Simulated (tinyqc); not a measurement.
Inside a calculation. Method: UHF in the sto-3g basis, for H4, spin multiplicity 3. This run ends on a higher stationary point, not on the lowest solution. One step of it, computed by the program tinyqc.

Question. Iteration 1: diagonalisation and new density. Diagonalise F' = X^T F X, C = X C', fill 3 alpha and 1 beta electrons from the bottom; D(s) = C_occ C_occ^T. Each column has its largest component positive (the first on a tie).

F(alpha) (hartree), order 1H 1s, 2H 1s, 3H 1s, 4H 1s:
$$\begin{pmatrix}
-0.407012 & -0.302180 & -0.419281 & -0.140596 \\
-0.302180 & -0.407012 & -0.140596 & -0.419281 \\
-0.419281 & -0.140596 & -0.407012 & -0.302180 \\
-0.140596 & -0.419281 & -0.302180 & -0.407012
\end{pmatrix}$$

F(beta) (hartree), order 1H 1s, 2H 1s, 3H 1s, 4H 1s:
$$\begin{pmatrix}
-0.010762 & -0.249091 & -0.288713 & -0.214514 \\
-0.249091 & -0.010762 & -0.214514 & -0.288713 \\
-0.288713 & -0.214514 & -0.010762 & -0.249091 \\
-0.214514 & -0.288713 & -0.249091 & -0.010762
\end{pmatrix}$$

X, order 1H 1s, 2H 1s, 3H 1s, 4H 1s:
$$\begin{pmatrix}
0.739902 & 0.593637 & 0.505440 & 0.367078 \\
-0.739902 & 0.593637 & -0.505440 & 0.367078 \\
-0.739902 & -0.593637 & 0.505440 & 0.367078 \\
0.739902 & -0.593637 & -0.505440 & 0.367078
\end{pmatrix}$$

Give: F' = X^T F X; orbital energies; coefficients C; F' = X^T F X; orbital energies; coefficients C; D(alpha) after iteration 1; D(beta) after iteration 1.

Answer.

F' = X^T F X (alpha) (hartree):
$$\begin{pmatrix}
0.381 & 0.000 & 0.000 & 0.000 \\
0.000 & -0.210 & 0.000 & 0.000 \\
0.000 & 0.000 & -0.392 & 0.000 \\
0.000 & 0.000 & 0.000 & -0.684
\end{pmatrix}$$

orbital energies (alpha) (hartree): MO1 -0.684, MO2 -0.392, MO3 -0.210, MO4 0.381

coefficients C (alpha), order 1H 1s, 2H 1s, 3H 1s, 4H 1s:
$$\begin{pmatrix}
0.367 & 0.505 & 0.594 & 0.740 \\
0.367 & -0.505 & 0.594 & -0.740 \\
0.367 & 0.505 & -0.594 & -0.740 \\
0.367 & -0.505 & -0.594 & 0.740
\end{pmatrix}$$

F' = X^T F X (beta) (hartree):
$$\begin{pmatrix}
0.684 & 0.000 & 0.000 & 0.000 \\
0.000 & 0.343 & 0.000 & 0.000 \\
0.000 & 0.000 & 0.168 & 0.000 \\
0.000 & 0.000 & 0.000 & -0.411
\end{pmatrix}$$

orbital energies (beta) (hartree): MO1 -0.411, MO2 0.168, MO3 0.343, MO4 0.684

coefficients C (beta), order 1H 1s, 2H 1s, 3H 1s, 4H 1s:
$$\begin{pmatrix}
0.367 & 0.505 & 0.594 & 0.740 \\
0.367 & -0.505 & 0.594 & -0.740 \\
0.367 & 0.505 & -0.594 & -0.740 \\
0.367 & -0.505 & -0.594 & 0.740
\end{pmatrix}$$

D(alpha) after iteration 1, order 1H 1s, 2H 1s, 3H 1s, 4H 1s:
$$\begin{pmatrix}
0.743 & 0.232 & 0.038 & -0.473 \\
0.232 & 0.743 & -0.473 & 0.038 \\
0.038 & -0.473 & 0.743 & 0.232 \\
-0.473 & 0.038 & 0.232 & 0.743
\end{pmatrix}$$

D(beta) after iteration 1, order 1H 1s, 2H 1s, 3H 1s, 4H 1s:
$$\begin{pmatrix}
0.135 & 0.135 & 0.135 & 0.135 \\
0.135 & 0.135 & 0.135 & 0.135 \\
0.135 & 0.135 & 0.135 & 0.135 \\
0.135 & 0.135 & 0.135 & 0.135
\end{pmatrix}$$
